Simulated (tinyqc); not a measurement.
Band bending at a free surface with a continuum of surface states, surface photovoltage and Kelvin probe: one step of the calculation.

n-type bulk, xi = Ec - EF = Vt ln(Nc/Nd), p0 = ni^2/Nd, ni = sqrt(Nc Nv) exp(-Eg/(2 Vt)), Eg in volts. b is the upward band bending, u = b/Vt. Space charge per area, in units of q: Qc = sign(b) sqrt((2 eps0 eps_r Vt/q) [(Nd + dn)(exp(-u) - 1) + Nd u + (p0 + dn)(exp(u) - 1)]), with dn the excess density under light (flat quasi-Fermi levels; 0 in the dark). The states hold -Ds (E0 - xi - b): negative while the Fermi level lies above the neutrality level. Neutrality: Qc + Qf + (charge of the states) = 0.

Task. Bulk quantities. xi, ni, p0, the Debye length sqrt(eps0 eps_r Vt/(q Nd)) and the flat-band work function chi + xi.

Values chosen for this exercise; band and dielectric values close to those of gallium nitride: temperature T = 350 K; band gap Eg = 3.46 eV; relative permittivity eps_r = 9.53; conduction-band density of states at T Nc = 2.94e18 cm^-3; valence-band density of states at T Nv = 5.9e19 cm^-3; electron affinity chi = 4.09 eV; donor density Nd = 2.9e17 cm^-3.

Constants: q = 1.602176634e-19 C, kB = 1.380649e-23 J/K, Vt = kB T/q, eps0 = 8.8541878128e-14 F/cm where lengths are in cm. Results are converted to the units shown.

Give: xi; ni; p0; Debye length; chi + xi.

Result.

xi = 0.069861 eV
ni = 1.6169e-6 cm^-3
p0 = 9.0156e-30 cm^-3
Debye length = 7.4009 nm
chi + xi = 4.1599 eV

Computed by the program tinyqc: `OMP_NUM_THREADS=1 python tinyqc.py 2430018 2430019 out.jsonl`, one thread of a shared Intel Xeon 2.30GHz, about 0.01 s for the whole run.
